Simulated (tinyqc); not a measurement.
Hot electrons in a saturated n-channel MOSFET, lucky-electron model: two steps of the calculation.

Beyond pinch-off the lateral field grows as Esat cosh(y/l) over the velocity-saturated region (pseudo-two-dimensional model). Impact ionisation in this region gives the substrate current, which biases the body forward through Rsub. Currents are per width. Local-field laws: they overstate ionisation when the field peak is narrower than an energy relaxation length.

Values chosen for this exercise; values close to those of silicon n-channel devices: channel length L = 0.25 um; oxide thickness tox = 5.5 nm; threshold VT = 0.63 V; saturation velocity vs = 7.4e6 cm/s; ionisation prefactor Ai = 2e6 1/cm; ionisation field Bi = 1.81 MV/cm; resistance of the lightly doped drain Rd = 200 ohm um; substrate resistance Rsub = 9300 ohm um; fall of VT per volt of forward body bias kb = 0.48; hot-electron mean free path lm = 9.3 nm; oxide barrier pb = 3.2 V; prefactor of the gate current Cg = 0.0012; lifetime exponent m = 2.8; lifetime constant Hl = 18000 s uA/um; drain voltage Vd = 2.1 V; gate voltage Vg = 1 V.

Constants: eps0 = 8.8541878128e-14 F/cm where lengths are in cm. Results are converted to the units shown.

Task 1. Body bias from the substrate current. Cox = 3.9 eps0/tox. Overdrive g = Vg - VT + kb Vb; Vdsat = g Esat L/(g + Esat L); Id = Cox vs (g - Vdsat); dV = Vd - Id Rd - Vdsat; Em = sqrt((dV/l)^2 + Esat^2); Isub = Id (Ai/Bi) l Em exp(-Bi/Em). Vb(new) = Rsub Isub.

Vb at the start = 0 V
l = 35.874782 nm
Esat = 0.042285714 MV/cm

Find: Vdsat; Id; dV; Em; Isub; Vb after iteration 1.

Result 1.

Vdsat = 0.2741 V
Id = 44.57 uA/um
dV = 1.817 V
Em = 0.5082 MV/cm
Isub = 2.550 uA/um
Vb after iteration 1 = 0.02372 V

Task 2. Gate current, lifetime and channel shortening. Ig = Cg Id exp(-pb/(lm Em)); lifetime tau = (Hl/Id)(Isub/Id)^(-m); length of the saturated region dL = l ln[(dV/l + Em)/Esat]. 1 year = 3.15576e7 s.

Id = 47.070129 uA/um
dV = 1.8100809 V
Em = 0.50632406 MV/cm
Isub = 2.6473109 uA/um
l = 35.874782 nm
Esat = 0.042285714 MV/cm

Give: Isub/Id; Ig; tau; dL.

Result 2.

Isub/Id = 0.056242
Ig = 63.178 pA/um
tau = 0.038305 years
dL = 113.87 nm

The lifetime misses ten years.

Computed by the program tinyqc: `OMP_NUM_THREADS=1 python tinyqc.py 2550139 2550140 out.jsonl`, one thread of a shared Intel Xeon 2.30GHz, about 0.01 s for the whole run.
